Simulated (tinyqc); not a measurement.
# Interface states from two metals

Question. Schottky barriers follow phi = S (pM - chi) + (1 - S) E0, S = 1/(1 + q Ds dl/(eps0 ei)). Find S, E0 and Ds.

Values chosen for this exercise; material values close to those of gallium arsenide: electron affinity chi = 4.02 eV; thickness of the interface layer dl = 0.52 nm; its relative permittivity ei = 2.1.

Constants: q = 1.602176634e-19 C, eps0 = 8.8541878128e-14 F/cm where lengths are in cm. Results are converted to the units shown.

phi for pM = 4.28 and 5.22 eV (eV): [0.58421905, 0.74276800]

Answer. The slope is S, and either point then gives E0.

S = 0.169
E0 = 0.650 eV
Ds = 1.10e14 cm^-2 eV^-1

Computed by the program tinyqc: `OMP_NUM_THREADS=1 python tinyqc.py 2430121 2430122 out.jsonl`, one thread of a shared Intel Xeon 2.30GHz, about 0.01 s for the whole run.
